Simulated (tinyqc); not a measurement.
Pelgrom slope, floor and doping from two device sizes.

Question. s^2 = A^2/(L W) + s0^2, with s0 independent of size and A = (q/Cox) sqrt(Na Wd/3) from random dopants alone, Cox = 3.9 eps0/ti. Find A, s0 and Na.

Parameters, values chosen for the exercise: oxide-equivalent thickness in inversion ti = 1.4 nm.

Constants: q = 1.602176634e-19 C, eps0 = 8.8541878128e-14 F/cm where lengths are in cm. Results are converted to the units shown.

s for gate areas 0.00074 and 0.022 um^2 (mV): 31.4565903  6.98180308
Wd = 21.3420002 nm

Answer. s^2 is linear in 1/area: slope A^2, intercept s0^2.

A = 0.8488 mV um
s0 = 4.000 mV
Na = 2.400e18 cm^-3

tinyqc, about 0.01 s, one thread, Intel Xeon 2.30GHz (shared host): `OMP_NUM_THREADS=1 python tinyqc.py 2090032 2090033 out.jsonl`
